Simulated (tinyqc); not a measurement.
## Hall measurement with a parallel conducting layer

Two layers in parallel, unit Hall factors, low field: 1/Rs = q (ns mu + n2 m2); apparent mobility (ns mu^2 + sg n2 m2^2)/(ns mu + n2 m2); apparent density (ns mu + n2 m2)^2/(ns mu^2 + sg n2 m2^2); a negative value means the sign of the second layer.

Values chosen for this exercise: sheet density of the layer ns = 1e15 cm^-2; drift mobility mu = 60 cm^2/(V s); mobility of the parallel layer m2 = 160 cm^2/(V s); sign of its carriers relative to the first layer sg = 1.

Constants: q = 1.602176634e-19 C. Results are converted to the units shown.

Hall measurement with a parallel conducting layer:

| n2 (cm^-2) | Rs (ohm/square) | apparent density (cm^-2) | apparent mobility (cm^2/(V s)) | share of the conductance in layer 2 (%) |
|---|---|---|---|---|
| 3e12 | 103.2 | 9.948e14 | 60.79 | 0.7937 |
| 1e13 | 101.3 | 9.841e14 | 62.60 | 2.597 |
| 6e13 | 89.68 | 9.432e14 | 73.79 | 13.79 |
| 2e14 | 67.84 | 9.706e14 | 94.78 | 34.78 |
| 1e15 | 28.37 | 1.658e15 | 132.7 | 72.73 |
| 4e15 | 8.916 | 4.623e15 | 151.4 | 91.43 |
| 2e16 | 1.915 | 2.061e16 | 158.2 | 98.16 |
| 7e16 | 0.5543 | 7.061e16 | 159.5 | 99.47 |
| 3e17 | 0.1299 | 3.006e17 | 159.9 | 99.88 |

What does the comparison show?

The apparent mobility rises from 60.8 to 160 cm^2/(V s), between mu = 60 and sg m2 = 160. The apparent density never exceeds ns + n2; among the rows it falls to 0.809 of that sum, at n2 = 2e14.

Program tinyqc, `OMP_NUM_THREADS=1 python tinyqc.py 2850221 2850222 out.jsonl`; Intel Xeon 2.30GHz, shared host, one thread, about 0.01 s.
